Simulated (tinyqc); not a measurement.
Worked calculation: Hueckel theory of the pi electrons with the omega technique, for the molecule C=CC=CC=CC=C (SMILES; centres numbered as the heavy atoms are written). One step of it, computed by the program tinyqc.

Task: Orbitals, round 1. Diagonalise; E = alpha + x beta with beta < 0, so the largest x are filled first; degenerate levels share their electrons. P = sum n_i c_ri c_si; each orbital has its largest coefficient positive (the first on a tie).

Hueckel matrix in units of beta (H = alpha + beta A), order 1C, 2C, 3C, 4C, 5C, 6C, 7C, 8C:
$$\begin{pmatrix}
0.000000 & 1.000000 & 0.000000 & 0.000000 & 0.000000 & 0.000000 & 0.000000 & 0.000000 \\
1.000000 & 0.000000 & 1.000000 & 0.000000 & 0.000000 & 0.000000 & 0.000000 & 0.000000 \\
0.000000 & 1.000000 & 0.000000 & 1.000000 & 0.000000 & 0.000000 & 0.000000 & 0.000000 \\
0.000000 & 0.000000 & 1.000000 & 0.000000 & 1.000000 & 0.000000 & 0.000000 & 0.000000 \\
0.000000 & 0.000000 & 0.000000 & 1.000000 & 0.000000 & 1.000000 & 0.000000 & 0.000000 \\
0.000000 & 0.000000 & 0.000000 & 0.000000 & 1.000000 & 0.000000 & 1.000000 & 0.000000 \\
0.000000 & 0.000000 & 0.000000 & 0.000000 & 0.000000 & 1.000000 & 0.000000 & 1.000000 \\
0.000000 & 0.000000 & 0.000000 & 0.000000 & 0.000000 & 0.000000 & 1.000000 & 0.000000
\end{pmatrix}$$

pi electrons, sum of z_r less the charge = 8

Give: x values; occupations; coefficients; charge and bond-order matrix P.

Result:

x values: [1.879, 1.532, 1.000, 0.347, -0.347, -1.000, -1.532, -1.879]

occupations: [2.000, 2.000, 2.000, 2.000, 0.000, 0.000, 0.000, 0.000]

coefficients, order 1C, 2C, 3C, 4C, 5C, 6C, 7C, 8C:
$$\begin{pmatrix}
0.161 & 0.303 & 0.408 & 0.464 & 0.464 & 0.408 & -0.303 & -0.161 \\
0.303 & 0.464 & 0.408 & 0.161 & -0.161 & -0.408 & 0.464 & 0.303 \\
0.408 & 0.408 & 0.000 & -0.408 & -0.408 & 0.000 & -0.408 & -0.408 \\
0.464 & 0.161 & -0.408 & -0.303 & 0.303 & 0.408 & 0.161 & 0.464 \\
0.464 & -0.161 & -0.408 & 0.303 & 0.303 & -0.408 & 0.161 & -0.464 \\
0.408 & -0.408 & 0.000 & 0.408 & -0.408 & 0.000 & -0.408 & 0.408 \\
0.303 & -0.464 & 0.408 & -0.161 & -0.161 & 0.408 & 0.464 & -0.303 \\
0.161 & -0.303 & 0.408 & -0.464 & 0.464 & -0.408 & -0.303 & 0.161
\end{pmatrix}$$

charge and bond-order matrix P, order 1C, 2C, 3C, 4C, 5C, 6C, 7C, 8C:
$$\begin{pmatrix}
1.000 & 0.862 & 0.000 & -0.367 & 0.000 & 0.263 & 0.000 & -0.229 \\
0.862 & 1.000 & 0.495 & 0.000 & -0.104 & 0.000 & 0.034 & 0.000 \\
0.000 & 0.495 & 1.000 & 0.758 & 0.000 & -0.333 & 0.000 & 0.263 \\
-0.367 & 0.000 & 0.758 & 1.000 & 0.529 & 0.000 & -0.104 & 0.000 \\
0.000 & -0.104 & 0.000 & 0.529 & 1.000 & 0.758 & 0.000 & -0.367 \\
0.263 & 0.000 & -0.333 & 0.000 & 0.758 & 1.000 & 0.495 & 0.000 \\
0.000 & 0.034 & 0.000 & -0.104 & 0.000 & 0.495 & 1.000 & 0.862 \\
-0.229 & 0.000 & 0.263 & 0.000 & -0.367 & 0.000 & 0.862 & 1.000
\end{pmatrix}$$
